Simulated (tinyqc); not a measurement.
Exact and approximate size effects: heat flow across a film from the phonon Boltzmann equation in the relaxation-time approximation. Computed by tinyqc, a small Python program. Command: `OMP_NUM_THREADS=1 python tinyqc.py 3026875 3026876 out.jsonl slabbte walk`. One thread of a shared host (Intel(R) Xeon(R) Processor @ 2.30GHz), about 0.01 s of CPU time with the checks.

Two black walls, hot at x = 0 and cold at x = L, emit phonons isotropically. For one free path Lambda, with tau = x/Lambda, tau_L = L/Lambda and phi = (T - T_cold)/Delta T, energy balance gives phi(tau) = (1/2) [E2(tau) + int_0^tau_L phi(s) E1(|tau - s|) ds]; E_n are the exponential integrals. The flux over the ballistic flux C v Delta T/4 is psi = 1 - 2 int_0^tau_L phi(s) E2(s) ds, and kappa_eff/kappa = (3/4) tau_L psi. kappa = C v Lambda/3 is an input, so at fixed kappa a longer free path means a smaller C v.

Inputs (values chosen for the exercise, modelled on silicon):
```
quantity            value  unit
free path Lambda_1    140    nm
free path Lambda_2   1400    nm
share f_2 of kappa   0.28     -
free path Lambda_3  10000    nm
share f_3 of kappa   0.27     -
```

Free-path groups: three.

Method:
- Cut the film into n equal cells with constant phi, collocated at the centres c_i: the kernel integrates to A_ij = |E2(|c_i - e_j|) - E2(|c_i - e_(j+1)|)|/2 for cell edges e_j, and A_ii = 1 - E2(half a cell); solve (1 - A) phi = E2(c)/2; psi = 1 - 2 sum_j phi_j [E3(e_j) - E3(e_(j+1))].
- Each group is solved on its own with 150 and 300 cells, psi = (4 psi(300) - psi(150))/3, and weighted by its share of kappa (f_1 is what the others leave); exchange of energy between groups inside the film is left out.
- Two-flux: kappa_eff/kappa = sum f_i/(1 + 4 Lambda_i/(3 L)). Matthiessen with the thickness: sum f_i/(1 + Lambda_i/L). Ballistic limit: sum f_i 3 L/(4 Lambda_i).

Kappa_eff/kappa:
```
L (nm)  Boltzmann  two-flux  Matthiessen  ballistic limit
4.2      0.010554  0.010616     0.014058         0.010840
14       0.033268  0.033763     0.044059         0.036133
35       0.075041  0.076913     0.097771         0.090334
84        0.14874   0.15340      0.18685         0.216801
210       0.26343   0.27074      0.31208          0.54200
560       0.40548   0.41300      0.45432          1.44534
1400      0.53540   0.54271      0.58225          3.61335
3500      0.65899   0.66596      0.70269         9.033375
```

What does the comparison show, and why?

The two-flux formula lies above the Boltzmann result by at most about 3.1 % (at L = 84 nm); the Matthiessen form is high by up to 33 %, since it misses the factor 3/4 of the ballistic limit. The thinnest film reaches 97 % of that limit, and the thickest, 25 Lambda_1, only 66 % of the bulk value: the long free paths keep the size effect alive far beyond Lambda_1. Rows below about 10 nm are near the phonon wavelength, where a particle picture fails.
